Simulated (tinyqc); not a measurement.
From results back to parameters: density of states of one tight-binding band on the square lattice. Two cases, with inputs chosen for the exercise.

Problem. For E(k) = -2 t (c1 + c2) - 4 t2 c1 c2, ci = cos(2 pi ki), with |t2| < t/2 the band has its bottom at Gamma, its top at M = (1/2, 1/2) and its logarithmic peak at X = (1/2, 0). Only differences are known.

Case 1.

peak above the bottom = 2.5200 eV
top above the peak = 2.6800 eV

Case 2.

peak above the bottom = 7.8800 eV
top above the peak = 5.6400 eV

Find: t; t2.

Solution. E(Gamma) = -4t - 4 t2, E(X) = 4 t2, E(M) = 4t - 4 t2: the sum of the two differences is 8 t, their difference 16 t2.

Case 1.

t = 0.650 eV
t2 = -0.010 eV

Case 2.

t = 1.690 eV
t2 = 0.140 eV

Computed by tinyqc, one run a case: `OMP_NUM_THREADS=1 python tinyqc.py N N+1 out.jsonl` with N = 1650836, 1651242; one thread of a shared Intel(R) Xeon(R) Processor @ 2.30GHz, about 0.08 s a run at most.
